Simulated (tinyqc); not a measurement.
UHF in the sto-3g basis, for H3-, spin multiplicity 1, step by step. The basis has no diffuse functions, so it cannot describe the extra electron: this is an exercise in the method, not the real anion. Computed by tinyqc, a small Python program that keeps every step (integrals from PySCF). Settings: charge = -1, multiplicity = 1, basis = sto-3g, energy threshold = 1e-08, iteration cap = 70, orthogonalisation = canonical, start = Wolfsberg-Helmholz matrix, DIIS depth = 8, method = UHF, break = 0.2. Command: `OMP_NUM_THREADS=1 python tinyqc.py 24677 24678 out.jsonl` (the two numbers bound the seeds that draw the settings). One thread of a shared host (Intel(R) Xeon(R) Processor @ 2.60GHz), about 0.09 s of CPU time with the checks. Later iterations appear only in the table of the cycle.

## One-electron integrals

Geometry (angstrom):
```
atom        x        y         z
H     0.00000  0.00000   0.00000
H     0.00000  0.00000   1.51500
H     0.00000  0.80500  -1.32700
```

Basis sto-3g: exponents (1/bohr^2) and contraction coefficients of normalised primitives:
```
element  l (shell)  exponent  coefficient
H            s (1)   3.42525      0.15433
H            s (1)   0.62391      0.53533
H            s (1)   0.16886      0.44463
```

Overlap, kinetic and nuclear-attraction integrals over the contracted functions; the nuclear repulsion is the sum of Za Zb / Rab.

nuclear repulsion = 0.8693897 hartree

overlap S, order 1H 1s, 2H 1s, 3H 1s:
```
[[1.00000, 0.25132, 0.23821],
 [0.25132, 1.00000, 0.02012],
 [0.23821, 0.02012, 1.00000]]
```

kinetic energy T (hartree), order 1H 1s, 2H 1s, 3H 1s:
```
[[0.76003, 0.00840, 0.00558],
 [0.00840, 0.76003, -0.00703],
 [0.00558, -0.00703, 0.76003]]
```

nuclear attraction V (hartree), order 1H 1s, 2H 1s, 3H 1s:
```
[[-1.91443, -0.38481, -0.36122],
 [-0.38481, -1.75373, -0.02782],
 [-0.36122, -0.02782, -1.74561]]
```

core Hamiltonian H = T + V (hartree), order 1H 1s, 2H 1s, 3H 1s:
```
[[-1.15439, -0.37641, -0.35564],
 [-0.37641, -0.99370, -0.03485],
 [-0.35564, -0.03485, -0.98558]]
```

## Two-electron integrals

Functions are numbered as in S; the eight-fold symmetry (ij|kl) = (ji|kl) = (kl|ij) leaves the list below.

Two-electron integrals (ij|kl) in chemists' order, unique and non-zero (hartree):
```
(11|11) 0.77461   (21|11) 0.13418   (21|21) 0.03573   (22|11) 0.34272
(22|21) 0.13418   (22|22) 0.77461   (31|11) 0.12585   (31|21) 0.02139
(31|22) 0.05780   (31|31) 0.03184   (32|11) 0.01042   (32|21) 0.00228
(32|22) 0.00730   (32|31) 0.00217   (32|32) 0.00019   (33|11) 0.33529
(33|21) 0.06040   (33|22) 0.17914   (33|31) 0.12585   (33|32) 0.00730
(33|33) 0.77461
```

## Orthogonalisation

S = U s U^T; canonical form X = U s^(-1/2), so that X^T S X = 1. Each column of U has its largest component positive (the first on a tie).

eigenvalues of S: [0.66363, 0.97991, 1.35647]

X, order 1H 1s, 2H 1s, 3H 1s:
```
[[0.88050, -0.00316, 0.59826],
 [-0.62279, -0.69480, 0.44578],
 [-0.58628, 0.73332, 0.42495]]
```

## Starting guess

The start is the generalised Wolfsberg-Helmholz matrix (K = 1.75) built on H, with HOMO and LUMO mixed by +/-0.2 rad for the two spins; D(s) = C_occ C_occ^T for each spin.

D(alpha) at the start, order 1H 1s, 2H 1s, 3H 1s:
```
[[0.53922, 0.12238, 0.33541],
 [0.12238, 0.79745, -0.36069],
 [0.33541, -0.36069, 0.45653]]
```

D(beta) at the start, order 1H 1s, 2H 1s, 3H 1s:
```
[[0.53266, 0.33906, 0.11343],
 [0.33906, 0.43227, -0.34400],
 [0.11343, -0.34400, 0.82446]]
```

## Iteration 1: building the Fock matrix

J_ij = sum D_kl (ij|kl) with D = D(alpha) + D(beta), K_ij = sum D_kl (ik|jl) for each spin; F = H + J - K(s); E = tr D H + tr D J / 2 - 0.5 sum_s tr D(s) K(s) + E_nn.

Coulomb J (hartree), order 1H 1s, 2H 1s, 3H 1s:
```
[[1.90335, 0.43517, 0.41246],
 [0.43517, 1.71480, 0.03330],
 [0.41246, 0.03330, 1.73036]]
```

exchange K(alpha) (hartree), order 1H 1s, 2H 1s, 3H 1s:
```
[[0.56255, 0.21566, 0.23160],
 [0.21566, 0.66617, -0.01565],
 [0.23160, -0.01565, 0.45064]]
```

exchange K(beta) (hartree), order 1H 1s, 2H 1s, 3H 1s:
```
[[0.55912, 0.24252, 0.20269],
 [0.24252, 0.44051, -0.01364],
 [0.20269, -0.01364, 0.68067]]
```

F(alpha) (hartree), order 1H 1s, 2H 1s, 3H 1s:
```
[[0.18641, -0.15691, -0.17478],
 [-0.15691, 0.05494, 0.01409],
 [-0.17478, 0.01409, 0.29415]]
```

F(beta) (hartree), order 1H 1s, 2H 1s, 3H 1s:
```
[[0.18984, -0.18376, -0.14587],
 [-0.18376, 0.28060, 0.01209],
 [-0.14587, 0.01209, 0.06412]]
```

total energy of this density = -1.1892702 hartree

## Iteration 1: diagonalisation and new density

Diagonalise F' = X^T F X, C = X C', fill 2 alpha and 2 beta electrons from the bottom; D(s) = C_occ C_occ^T. Each column has its largest component positive (the first on a tie).

F' = X^T F X (alpha) (hartree):
```
[[0.62975, -0.12140, -0.00497],
 [-0.12140, 0.17046, 0.06374],
 [-0.00497, 0.06374, -0.03647]]
```

orbital energies (alpha) (hartree): [-0.05580, 0.15909, 0.66046]

coefficients C (alpha), order 1H 1s, 2H 1s, 3H 1s:
```
[[0.53265, 0.38635, 0.83679],
 [0.65743, -0.66114, -0.44722],
 [0.21721, 0.66169, -0.75963]]
```

F' = X^T F X (beta) (hartree):
```
[[0.63902, 0.11033, -0.00731],
 [0.11033, 0.15749, -0.05406],
 [-0.00731, -0.05406, -0.03232]]
```

orbital energies (beta) (hartree): [-0.04734, 0.14793, 0.66360]

coefficients C (beta), order 1H 1s, 2H 1s, 3H 1s:
```
[[0.54507, -0.35513, 0.84261],
 [0.26069, -0.63938, -0.76979],
 [0.62766, 0.69784, -0.42559]]
```

D(alpha) after iteration 1, order 1H 1s, 2H 1s, 3H 1s:
```
[[0.43298, 0.09475, 0.37134],
 [0.09475, 0.86933, -0.29467],
 [0.37134, -0.29467, 0.48502]]
```

D(beta) after iteration 1, order 1H 1s, 2H 1s, 3H 1s:
```
[[0.42321, 0.36915, 0.09429],
 [0.36915, 0.47676, -0.28256],
 [0.09429, -0.28256, 0.88093]]
```

## Iteration 2: building the Fock matrix

As before.

Coulomb J (hartree), order 1H 1s, 2H 1s, 3H 1s:
```
[[1.81219, 0.42845, 0.40446],
 [0.42845, 1.75070, 0.03266],
 [0.40446, 0.03266, 1.75109]]
```

exchange K(alpha) (hartree), order 1H 1s, 2H 1s, 3H 1s:
```
[[0.48818, 0.20577, 0.23842],
 [0.20577, 0.71176, -0.00476],
 [0.23842, -0.00476, 0.47922]]
```

exchange K(beta) (hartree), order 1H 1s, 2H 1s, 3H 1s:
```
[[0.48362, 0.24840, 0.19390],
 [0.24840, 0.47996, -0.00362],
 [0.19390, -0.00362, 0.71714]]
```

F(alpha) (hartree), order 1H 1s, 2H 1s, 3H 1s:
```
[[0.16961, -0.15373, -0.18960],
 [-0.15373, 0.04524, 0.00256],
 [-0.18960, 0.00256, 0.28629]]
```

F(beta) (hartree), order 1H 1s, 2H 1s, 3H 1s:
```
[[0.17418, -0.19636, -0.14508],
 [-0.19636, 0.27705, 0.00142],
 [-0.14508, 0.00142, 0.04836]]
```

total energy of this density = -1.2091095 hartree

## Iteration 2: DIIS over 2 matrices

error matrix X^T (FDS - SDF) X (alpha):
```
[[0.00000, -0.01462, 0.00346],
 [0.01462, 0.00000, -0.00131],
 [-0.00346, 0.00131, 0.00000]]
```

B (overlaps of the stored error matrices):
```
[[2.5599008e-02, 2.2751523e-03],
 [2.2751523e-03, 9.6129964e-04]]
```

Minimise |sum c_i e_i|^2 with sum c_i = 1: solve [B -1; -1 0][c; lambda] = [0; -1] with B_ij = tr e_i^T e_j summed over both spins, and take F = sum c_i F_i.

DIIS coefficients: [-0.05969, 1.05969]

extrapolated F(alpha) (hartree), order 1H 1s, 2H 1s, 3H 1s:
```
[[0.16861, -0.15354, -0.19049],
 [-0.15354, 0.04466, 0.00187],
 [-0.19049, 0.00187, 0.28582]]
```

extrapolated F(beta) (hartree), order 1H 1s, 2H 1s, 3H 1s:
```
[[0.17324, -0.19711, -0.14503],
 [-0.19711, 0.27683, 0.00078],
 [-0.14503, 0.00078, 0.04742]]
```

## Iteration 2: diagonalisation and new density

As before.

F' = X^T F X (alpha) (hartree):
```
[[0.61270, -0.13384, -0.00329],
 [-0.13384, 0.17356, 0.05570],
 [-0.00329, 0.05570, -0.05720]]
```

orbital energies (alpha) (hartree): [-0.07110, 0.14941, 0.65075]

coefficients C (alpha), order 1H 1s, 2H 1s, 3H 1s:
```
[[0.54238, -0.38281, 0.83215],
 [0.62835, 0.70517, -0.42100],
 [0.25792, -0.62856, -0.77488]]
```

F' = X^T F X (beta) (hartree):
```
[[0.62447, 0.12517, -0.00515],
 [0.12517, 0.15815, -0.05249],
 [-0.00515, -0.05249, -0.05300]]
```

orbital energies (beta) (hartree): [-0.06622, 0.13945, 0.65639]

coefficients C (beta), order 1H 1s, 2H 1s, 3H 1s:
```
[[0.54529, -0.36723, 0.83726],
 [0.28307, -0.60988, -0.78565],
 [0.61497, 0.72471, -0.39834]]
```

D(alpha) after iteration 2, order 1H 1s, 2H 1s, 3H 1s:
```
[[0.44072, 0.07086, 0.38051],
 [0.07086, 0.89209, -0.28117],
 [0.38051, -0.28117, 0.46161]]
```

D(beta) after iteration 2, order 1H 1s, 2H 1s, 3H 1s:
```
[[0.43220, 0.37832, 0.06920],
 [0.37832, 0.45208, -0.26790],
 [0.06920, -0.26790, 0.90338]]
```

## Iteration 3: building the Fock matrix

As before.

Coulomb J (hartree), order 1H 1s, 2H 1s, 3H 1s:
```
[[1.81680, 0.42877, 0.40482],
 [0.42877, 1.74940, 0.03268],
 [0.40482, 0.03268, 1.75023]]
```

exchange K(alpha) (hartree), order 1H 1s, 2H 1s, 3H 1s:
```
[[0.49072, 0.20187, 0.23996],
 [0.20187, 0.72350, -0.00304],
 [0.23996, -0.00304, 0.46374]]
```

exchange K(beta) (hartree), order 1H 1s, 2H 1s, 3H 1s:
```
[[0.48718, 0.24989, 0.18980],
 [0.24989, 0.46372, -0.00183],
 [0.18980, -0.00183, 0.72876]]
```

F(alpha) (hartree), order 1H 1s, 2H 1s, 3H 1s:
```
[[0.17168, -0.14951, -0.19078],
 [-0.14951, 0.03220, 0.00087],
 [-0.19078, 0.00087, 0.30091]]
```

F(beta) (hartree), order 1H 1s, 2H 1s, 3H 1s:
```
[[0.17522, -0.19753, -0.14062],
 [-0.19753, 0.29197, -0.00034],
 [-0.14062, -0.00034, 0.03590]]
```

total energy of this density = -1.2109095 hartree

## Iteration 3: DIIS over 3 matrices

error matrix X^T (FDS - SDF) X (alpha):
```
[[0.00000, -0.01388, -0.00002],
 [0.01388, 0.00000, -0.00037],
 [0.00002, 0.00037, 0.00000]]
```

B (overlaps of the stored error matrices):
```
[[2.5599008e-02, 2.2751523e-03, 1.0446558e-03],
 [2.2751523e-03, 9.6129964e-04, 8.3781224e-04],
 [1.0446558e-03, 8.3781224e-04, 7.7565244e-04]]
```

As before.

DIIS coefficients: [0.45135, -9.61214, 10.16079]

extrapolated F(alpha) (hartree), order 1H 1s, 2H 1s, 3H 1s:
```
[[0.19821, -0.11227, -0.19489],
 [-0.11227, -0.08285, -0.00942],
 [-0.19489, -0.00942, 0.43847]]
```

extrapolated F(beta) (hartree), order 1H 1s, 2H 1s, 3H 1s:
```
[[0.19184, -0.20256, -0.10017],
 [-0.20256, 0.43033, -0.01162],
 [-0.10017, -0.01162, -0.07114]]
```

## Iteration 3: diagonalisation and new density

As before.

F' = X^T F X (alpha) (hartree):
```
[[0.58971, -0.28219, 0.01633],
 [-0.28219, 0.20581, 0.12321],
 [0.01633, 0.12321, -0.02889]]
```

orbital energies (alpha) (hartree): [-0.11180, 0.13689, 0.74152]

coefficients C (alpha), order 1H 1s, 2H 1s, 3H 1s:
```
[[0.29121, 0.70764, -0.74002],
 [0.87181, -0.50079, 0.24186],
 [0.10041, 0.51360, 0.88780]]
```

F' = X^T F X (beta) (hartree):
```
[[0.60827, 0.27550, -0.00096],
 [0.27550, 0.18090, -0.11551],
 [-0.00096, -0.11551, -0.02205]]
```

orbital energies (beta) (hartree): [-0.09890, 0.11924, 0.74678]

coefficients C (beta), order 1H 1s, 2H 1s, 3H 1s:
```
[[0.29952, 0.70149, -0.74256],
 [0.11634, 0.50134, 0.89691],
 [0.86688, -0.51064, 0.22321]]
```

D(alpha) after iteration 3, order 1H 1s, 2H 1s, 3H 1s:
```
[[0.58556, -0.10049, 0.39268],
 [-0.10049, 1.01084, -0.16967],
 [0.39268, -0.16967, 0.27386]]
```

D(beta) after iteration 3, order 1H 1s, 2H 1s, 3H 1s:
```
[[0.58181, 0.38653, -0.09856],
 [0.38653, 0.26488, -0.15515],
 [-0.09856, -0.15515, 1.01223]]
```

## Iteration 12 (converged): orbitals

converged F(alpha) (hartree), order 1H 1s, 2H 1s, 3H 1s:
```
[[0.18684, -0.13133, -0.19016],
 [-0.13133, -0.01576, -0.00582],
 [-0.19016, -0.00582, 0.36190]]
```

converged F(beta) (hartree), order 1H 1s, 2H 1s, 3H 1s:
```
[[0.18482, -0.19567, -0.12360],
 [-0.19567, 0.35688, -0.00663],
 [-0.12360, -0.00663, -0.01120]]
```

As before.

F' = X^T F X (alpha) (hartree):
```
[[0.59924, -0.20569, 0.00862],
 [-0.20569, 0.19325, 0.08873],
 [0.00862, 0.08873, -0.03985]]
```

orbital energies (alpha) (hartree): [-0.07959, 0.14603, 0.68620]

coefficients C (alpha), order 1H 1s, 2H 1s, 3H 1s:
```
[[0.42988, -0.57060, -0.78919],
 [0.76124, 0.62347, 0.31801],
 [0.17397, -0.56926, 0.84126]]
```

F' = X^T F X (beta) (hartree):
```
[[0.61522, 0.19834, -0.00224],
 [0.19834, 0.17272, -0.08704],
 [-0.00224, -0.08704, -0.03468]]
```

orbital energies (beta) (hartree): [-0.07403, 0.13466, 0.69264]

coefficients C (beta), order 1H 1s, 2H 1s, 3H 1s:
```
[[0.43776, -0.56250, -0.79066],
 [0.18887, -0.55424, 0.85234],
 [0.75379, 0.63583, 0.29928]]
```

D(alpha) after iteration 12, order 1H 1s, 2H 1s, 3H 1s:
```
[[0.51038, -0.02850, 0.39961],
 [-0.02850, 0.96820, -0.22248],
 [0.39961, -0.22248, 0.35433]]
```

D(beta) after iteration 12, order 1H 1s, 2H 1s, 3H 1s:
```
[[0.50805, 0.39444, -0.02768],
 [0.39444, 0.34285, -0.21004],
 [-0.02768, -0.21004, 0.97248]]
```

## Convergence

Stop when the energy changes by less than 1e-08 hartree and every element of the error matrix X^T (F D S - S D F) X (for each spin) is below 3e-05.

Course of the cycle:
```
iteration  E (hartree)     change  largest element of the error matrix
1           -1.1892702          -                             7.55e-02
2           -1.2091095  -1.98e-02                             1.57e-02
3           -1.2109095  -1.80e-03                             1.39e-02
4           -1.2111584  -2.49e-04                             2.20e-02
5           -1.2146432  -3.48e-03                             5.73e-03
6           -1.2144818   1.61e-04                             7.77e-03
7           -1.2150349  -5.53e-04                             2.05e-03
8           -1.2150827  -4.78e-05                             2.47e-04
9           -1.2150834  -6.92e-07                             1.49e-05
10          -1.2150834   1.30e-08                             3.68e-05
11          -1.2150834  -1.55e-08                             5.10e-07
12          -1.2150834  -2.43e-12                             4.52e-08
```

PySCF UHF in the same basis, after a stability check = -1.2150834 hartree

Converged in 12 iterations.

## Populations, bond orders and dipole

Mulliken: Z minus the diagonal of D S on the atom; Loewdin: the same with S^(1/2) D S^(1/2); Mayer order: 2 sum_s sum (D(s) S)_ij (D(s) S)_ji over the two atoms.

Charges (e):
```
atom  Mulliken   Loewdin  Mulliken spin
1H    -0.19899  -0.19403       -0.00218
2H    -0.39431  -0.39666        0.51880
3H    -0.40670  -0.40931       -0.51663
```

Mayer bond orders:
```
pair    order
2-1   0.48403
3-1   0.47636
3-2   0.09133
```

dipole moment about the origin, x y z (debye): [0.00000, -1.57254, -0.27708]

<S^2> of the determinant (pure state: 0) = 0.48704
